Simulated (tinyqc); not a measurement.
# Narrowing from the saturation current

Problem. A uniform n-type emitter has J0 = (q p0 D/L)(s + tanh(W/L))/(1 + s tanh(W/L)), D = mup Vt, s = S L/D, and p0 = (ni^2/N) exp(dE_app/kB T), where dE_app = dEg + kB T ln[(N/Nc) exp(-eta)]. Find p0, dE_app and dEg.

Parameters, values chosen for the exercise; band and dielectric values those of a made-up semiconductor: temperature T = 350 K; conduction-band density of states at 350 K Nc = 3.86e19 cm^-3; ionised donor density N = 1.7e20 cm^-3; minority-hole mobility mup = 220 cm^2/(V s); emitter width W = 1100 nm; recombination velocity at the contact S = 3.6e5 cm/s.

Constants: q = 1.602176634e-19 C, kB = 1.380649e-23 J/K, Vt = kB T/q. Results are converted to the units shown.

J0 = 156.72999 fA/cm^2
L = 356.99754 nm
ni = 5.9957211e9 cm^-3
converged eta = 2.9548038

Solution. J0 gives p0, its ratio to ni^2/N gives dE_app, and the degeneracy term is taken off.

p0 = 5.256 cm^-3
dE_app = 96.91 meV
dEg = 141.3 meV

Numbers from tinyqc (`OMP_NUM_THREADS=1 python tinyqc.py 2330046 2330047 out.jsonl`; about 0.01 s on one thread of a shared Intel Xeon 2.30GHz).
